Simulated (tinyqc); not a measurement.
CCD on RHF in the 6-31g basis, for H2, spin multiplicity 1, step by step. One step of it, computed by the program tinyqc.

Question. Integrals over molecular orbitals. (pq|rs) = sum C_ip C_jq C_kr C_ls (ij|kl), one index at a time.

coefficients C, order 1H 1s, 1H 2s, 2H 1s, 2H 2s:
$$\begin{pmatrix}
0.339257 & 0.107677 & 0.732411 & -1.193662 \\
0.252630 & 1.925484 & -0.681457 & 1.415833 \\
0.339257 & -0.107677 & 0.732411 & 1.193662 \\
0.252630 & -1.925484 & -0.681457 & -1.415833
\end{pmatrix}$$

core Hamiltonian H = T + V (hartree), order 1H 1s, 1H 2s, 2H 1s, 2H 2s:
$$\begin{pmatrix}
-1.029747 & -0.954396 & -0.929544 & -0.837554 \\
-0.954396 & -0.945769 & -0.837554 & -0.887415 \\
-0.929544 & -0.837554 & -1.029747 & -0.954396 \\
-0.837554 & -0.887415 & -0.954396 & -0.945769
\end{pmatrix}$$

Two-electron integrals (ij|kl) in chemists' order, unique and non-zero (hartree):
```
(11|11) 1.076566   (21|11) 0.578470   (21|21) 0.329423   (22|11) 0.587396
(22|21) 0.361304   (22|22) 0.453150   (31|11) 0.483273   (31|21) 0.272866
(31|22) 0.294244   (31|31) 0.269245   (32|11) 0.379864   (32|21) 0.228120
(32|22) 0.270469   (32|31) 0.230282   (32|32) 0.216626   (33|11) 0.711575
(33|21) 0.431463   (33|22) 0.513144   (33|31) 0.483273   (33|32) 0.464426
(33|33) 1.076566   (41|11) 0.464426   (41|21) 0.265211   (41|22) 0.292151
(41|31) 0.230282   (41|32) 0.195700   (41|33) 0.379864   (41|41) 0.216626
(42|11) 0.499231   (42|21) 0.308426   (42|22) 0.390658   (42|31) 0.268036
(42|32) 0.254974   (42|33) 0.499231   (42|41) 0.254974   (42|42) 0.351262
(43|11) 0.431463   (43|21) 0.263158   (43|22) 0.320785   (43|31) 0.272866
(43|32) 0.265211   (43|33) 0.578470   (43|41) 0.228120   (43|42) 0.308426
(43|43) 0.329423   (44|11) 0.513144   (44|21) 0.320785   (44|22) 0.417449
(44|31) 0.294244   (44|32) 0.292151   (44|33) 0.587396   (44|41) 0.270469
(44|42) 0.390658   (44|43) 0.361304   (44|44) 0.453150
```

Give: one-electron integrals over orbitals h = C^T H C; Two-electron integrals over orbitals.

Answer.

one-electron integrals over orbitals h = C^T H C (hartree):
$$\begin{pmatrix}
-1.2993 & 0.0000 & -0.1770 & 0.0000 \\
0.0000 & -0.5319 & 0.0000 & 0.2091 \\
-0.1770 & 0.0000 & -0.2271 & 0.0000 \\
0.0000 & 0.2091 & 0.0000 & 0.2704
\end{pmatrix}$$

Two-electron integrals over orbitals (pq|rs), unique and non-zero (hartree):
```
(11|11) 0.6797    (21|21) 0.0718    (22|11) 0.4310    (22|22) 0.3821
(31|11) 0.1770    (31|22) 0.0446    (31|31) 0.1129    (32|21) -0.0251
(32|32) 0.0384    (33|11) 0.5398    (33|22) 0.3765    (33|31) 0.1190
(33|33) 0.4608    (41|21) -0.0773   (41|32) -0.0133   (41|41) 0.1455
(42|11) -0.1432   (42|22) -0.0499   (42|31) -0.0693   (42|33) -0.0917
(42|42) 0.0622    (43|21) -0.0723   (43|32) 0.0042    (43|41) 0.1198
(43|43) 0.1136    (44|11) 0.6949    (44|22) 0.4395    (44|31) 0.2097
(44|33) 0.5573    (44|42) -0.1664   (44|44) 0.7757
```
